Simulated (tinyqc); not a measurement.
Worked calculation: CIS on RHF in the sto-6g basis, for H3-, spin multiplicity 1. The basis has no diffuse functions, so it cannot describe the extra electron: this is an exercise in the method, not the real anion. One step of it, computed by the program tinyqc.

Problem. Integrals over molecular orbitals. (pq|rs) = sum C_ip C_jq C_kr C_ls (ij|kl), one index at a time.

coefficients C, order 1H 1s, 2H 1s, 3H 1s:
```
[[0.480380, 0.000000, 1.589613],
 [0.366292, 0.804094, -0.994912],
 [0.366292, -0.804094, -0.994912]]
```

core Hamiltonian H = T + V (hartree), order 1H 1s, 2H 1s, 3H 1s:
```
[[-1.712877, -1.178816, -1.178816],
 [-1.178816, -1.424683, -0.461816],
 [-1.178816, -0.461816, -1.424683]]
```

Two-electron integrals (ij|kl) in chemists' order, unique and non-zero (hartree):
```
(11|11) 0.774999   (21|11) 0.414657   (21|21) 0.263517   (22|11) 0.550227
(22|21) 0.414657   (22|22) 0.774999   (31|11) 0.414657   (31|21) 0.207421
(31|22) 0.263623   (31|31) 0.263517   (32|11) 0.142749   (32|21) 0.081794
(32|22) 0.118388   (32|31) 0.081794   (32|32) 0.028567   (33|11) 0.550227
(33|21) 0.263623   (33|22) 0.328717   (33|31) 0.414657   (33|32) 0.118388
(33|33) 0.774999
```

Give: one-electron integrals over orbitals h = C^T H C; Two-electron integrals over orbitals.

Solution.

one-electron integrals over orbitals h = C^T H C (hartree):
```
[[-1.7312, 0.0000, -0.1790],
 [0.0000, -1.2451, 0.0000],
 [-0.1790, 0.0000, -0.6056]]
```

Two-electron integrals over orbitals (pq|rs), unique and non-zero (hartree):
```
(11|11) 0.5963    (21|21) 0.1629    (22|11) 0.5374    (22|22) 0.5746
(31|11) 0.0872    (31|22) -0.0214   (31|31) 0.1290    (32|21) -0.1345
(32|32) 0.1368    (33|11) 0.6282    (33|22) 0.5659    (33|31) 0.1070
(33|33) 0.7076
```
